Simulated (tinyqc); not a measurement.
Inside a calculation: band offset from the macroscopic average of a supercell potential. Values are carried at full precision from step to step, so a last printed digit may differ when a step is redone from the rounded ones.

A model of the planar-averaged electrostatic energy of an electron in a periodic cell of N1 periods of A (L1 = N1 n1 h) and N2 periods of B (L2 = N2 n2 h), on z_j = j h: V(z) = f VA + (1 - f) VB + F t(z), VA = V1[0] + V1[1] cos(2 pi z/(n1 h)) + V1[2] cos(4 pi z/(n1 h)), VB the same with V2, n2 and z - L1. f = [tanh(z/w) - tanh((z - L1)/w) + tanh((z - L1 - L2)/w)]/2 + 1/2; t(z) = z - L1/2 in A and (L1/L2)(L1 + L2/2 - z) beyond, so that the cell is periodic.

Constants: e^2/(4 pi eps0) = 14.39964547 eV angstrom.

Values chosen for the exercise (gaps near those of Si and HfO2; shifted at random, so the results belong to these values and not to a real crystal): h = 0.35 angstrom (grid step); n1 = 6 (grid points per period of A); n2 = 7 (grid points per period of B); N1 = 4 (periods of A); N2 = 4 (periods of B); V1 = (-7.7, 4.47, 0.67) eV (mean and two harmonics of the potential in A); V2 = (-7.97, 1.84, -0.85) eV (the same in B); w = 0.38 angstrom (width of the interfaces); F = 0 eV/angstrom (slope in A from opposite charges on the two interfaces); Ev1 = 2.38 eV (valence top of bulk A above its mean potential); Eg1 = (0.58, 1.13) eV (gap of A: semi-local value, corrected value); fv1 = 0.58 (share of the correction that lowers the valence top of A); Ev2 = 0.23 eV (valence top of bulk B above its mean potential); Eg2 = (3.91, 6.03) eV (gap of B: semi-local value, corrected value); fv2 = 0.43 (the same share for B); eps = 3.5 (dielectric constant at the interface).

## The planar average

Evaluate V on the grid, j = 0, 1, ...

V(z_j) (eV): -6.359  -6.048  -10.181  -11.482  -10.268  -5.800  -2.560  -5.800  -10.270  -11.500  -10.270  -5.800  -2.560  -5.800  -10.270  -11.500  -10.270  -5.800  -2.560  -5.800  -10.270  -11.495  -10.205  -5.914  -4.770  -6.520  -7.679  -10.163  -10.158  -7.613  -6.634  -6.980  -6.634  -7.614  -10.158  -10.158  -7.614  -6.634  -6.980  -6.634  -7.614  -10.158  -10.158  -7.614  -6.634  -6.980  -6.634  -7.613  -10.153  -10.140  -7.679  -7.299

## Running means

Running mean over n points, periodic: for odd n the plain mean of the n points centred on j; for even n the n + 1 points with half weight at both ends. The macroscopic average applies the mean over n1 points and then over n2 points.

Apply the first mean, then the second.

after the mean over n1 points (eV): -8.063  -8.390  -8.481  -8.040  -7.703  -7.689  -7.698  -7.700  -7.700  -7.700  -7.700  -7.700  -7.700  -7.700  -7.700  -7.700  -7.700  -7.700  -7.700  -7.694  -7.698  -7.891  -8.136  -7.980  -7.653  -7.538  -7.675  -7.972  -8.166  -8.117  -7.818  -7.605  -7.817  -8.111  -8.164  -8.164  -8.111  -7.817  -7.605  -7.817  -8.111  -8.164  -8.164  -8.111  -7.817  -7.605  -7.815  -8.113  -8.226  -8.230  -8.077  -7.949

macroscopic average (eV): -8.176  -8.100  -8.045  -8.009  -7.957  -7.859  -7.747  -7.699  -7.698  -7.700  -7.700  -7.700  -7.700  -7.700  -7.700  -7.700  -7.699  -7.699  -7.726  -7.788  -7.828  -7.821  -7.798  -7.796  -7.835  -7.874  -7.872  -7.849  -7.842  -7.882  -7.944  -7.971  -7.971  -7.970  -7.970  -7.970  -7.970  -7.970  -7.970  -7.970  -7.970  -7.970  -7.970  -7.970  -7.970  -7.979  -7.988  -7.983  -8.002  -8.068  -8.150  -8.202

Around the middle of B the first mean varies by 506 meV over five points and the second by 0 meV: one window removes only the period it matches.

## The potential line-up

Read the macroscopic average in the middle of each region, j = 12 and j = 38, and its slope in A by a central difference over two points each way.

plateau in A = -7.700 eV
plateau in B = -7.970 eV
dV = B - A = -0.270 eV
slope in A = 0.000 eV/angstrom

The plateaus are flat, so the line-up is well defined.

## Band offsets

dEv = Ev(A) - Ev(B) = Ev1 - (dV + Ev2); dEc = Ec(B) - Ec(A) = Eg2 - Eg1 - dEv. The correction of a gap, c = Eg[1] - Eg[0], lowers the valence top by fv c and leaves dV, a ground-state quantity, as it is. Type I: dEv and dEc of one sign; II: opposite signs; III: no overlap of the gaps.

Give the offsets with semi-local and with corrected band edges.

dEv, dEc, semi-local (eV): 2.420  0.910

lowering of the valence tops of A and B (eV): 0.319  0.912

dEv, dEc, corrected (eV): 3.013  1.887

The correction moves dEv by +0.59 eV and dEc by +0.98 eV; the type stays I.

## The dipole behind the step

A step dV of the mean electron energy from A to B across an interface equals 4 pi (e^2/4 pi eps0) times a dipole per area p (in e angstrom per angstrom^2). For a change of 0.1 eV in dV, give the charge per area moved over 2 angstrom in a medium of dielectric constant eps: sigma = 0.1 eps/(4 pi (e^2/4 pi eps0) 2). 1 angstrom^-2 = 1e16 cm^-2.

|p| = 0.00149 e/angstrom
sigma = 9.67e+12 e/cm^2

With about 7e14 atoms per cm^2 in a plane (as on a silicon (100) face), 1.4 % of an electron per atom shifts the line-up by 0.1 eV.

## Checks

- Line-up in a cell of 14 + 14 periods without slope against V2[0] - V1[0] (eV): both -0.2700.

(tinyqc, `OMP_NUM_THREADS=1 python tinyqc.py 1880005 1880006 out.jsonl`, Intel(R) Xeon(R) Processor @ 2.30GHz, 1 thread, shared host, about 0.01 s.)
